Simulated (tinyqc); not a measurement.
What each parameter does: six-band Luttinger-Kohn model with strain.

Six-band Luttinger-Kohn model in the basis |3/2,3/2>, |3/2,1/2>, |3/2,-1/2>, |3/2,-3/2>, |1/2,1/2>, |1/2,-1/2>, electron energies, zero at the top of the unstrained valence band. H = -[rows: (P+Q, -S, R, 0, -S/r2, r2 R); (-S*, P-Q, 0, R, -r2 Q, r32 S); (R*, 0, P-Q, S, r32 S*, r2 Q); (0, R*, S*, P+Q, -r2 R*, -S*/r2); (-S*/r2, -r2 Q, r32 S, -r2 R, P+Dso, 0); (r2 R*, r32 S*, r2 Q, -S/r2, 0, P+Dso)], r2 = sqrt(2), r32 = sqrt(3/2). Levels are twofold.

P = c g1 k^2 - av tr(e); Q = c g2 (kx^2 + ky^2 - 2 kz^2) - (b/2)(exx + eyy - 2 ezz); R = c sqrt3 [-g2 (kx^2 - ky^2) + 2i g3 kx ky] + (sqrt3/2) b (exx - eyy) - i d exy; S = 2 c sqrt3 g3 (kx - i ky) kz - d (exz - i eyz); c = hbar^2/2m0, e the strain tensor (not engineering shear).

s11 = (C11 + C12)/((C11 - C12)(C11 + 2 C12)), s12 = -C12/((C11 - C12)(C11 + 2 C12)), s44 = 1/C44; exx = s11 sxx + s12 (syy + szz) and cyclic, exy = s44 sxy/2; tension is positive. A uniaxial stress X along the unit vector n is s_ij = X n_i n_j.

Constants: hbar^2/2m0 = 3.80998211 eV angstrom^2.

Values chosen for the exercise (near those of AlAs; shifted at random, so the results belong to these values and not to a real crystal):
- Dso = 0.281 eV (spin-orbit splitting)
- g1 = 3.76 (Luttinger gamma1)
- g2 = 0.82 (gamma2)
- g3 = 1.42 (gamma3)
- av = 2.47 eV (valence hydrostatic potential)
- b = -2.28 eV (tetragonal shear potential)
- d = -3.41 eV (trigonal shear potential)
- C11 = 125.7 GPa
- C12 = 53.6 GPa
- C44 = 54.3 GPa
- load = uniaxial [110] (kind of stress)
- X = -1.53 GPa (stress)

Edges at k = 0 under a uniaxial [110] stress X and the curvature mass of the top pair along [110] (step 0.0002 1/angstrom).

One parameter was then changed.

Results before and after:
```
case     top (eV)  second (eV)  third (eV)  mass (m0)
base       0.0241      -0.0491     -0.3047      0.141
changed    0.0241      -0.0491     -0.3047      0.131
```

Which of these changes was made? (a) g2 = 0.656; (b) C44 = 65.16 GPa; (c) g3 = 1.704; (d) C12 = 64.32 GPa; (e) b = -1.824 eV; (f) X = -1.836 GPa; (g) Dso = 0.225 eV.

Answer: (c) g3 = 1.704. Of the candidates, run in turn, only this one gives the changed row.

All candidates:
```
case             top (eV)  second (eV)  third (eV)  mass (m0)
base               0.0241      -0.0491     -0.3047      0.141
g2 = 0.656         0.0241      -0.0491     -0.3047      0.143
g3 = 1.704         0.0241      -0.0491     -0.3047      0.131
Dso = 0.225 eV     0.0254      -0.0487     -0.2503      0.137
X = -1.836 GPa     0.0302      -0.0586     -0.3110      0.138
b = -1.824 eV      0.0203      -0.0467     -0.3033      0.140
C44 = 65.16 GPa    0.0199      -0.0458     -0.3038      0.145
C12 = 64.32 GPa    0.0290      -0.0496     -0.3049      0.141
```

The Luttinger parameters multiply k^2 and cannot move the edges; av shifts all edges alike and leaves the mass.

Computed by tinyqc, a small Python program: `OMP_NUM_THREADS=1 python tinyqc.py 1051577 1051578 out.jsonl` (the numbers bound the seed that draws the inputs); one thread of a shared host (Intel(R) Xeon(R) Processor @ 2.30GHz), about 0.06 s for the whole set of steps.
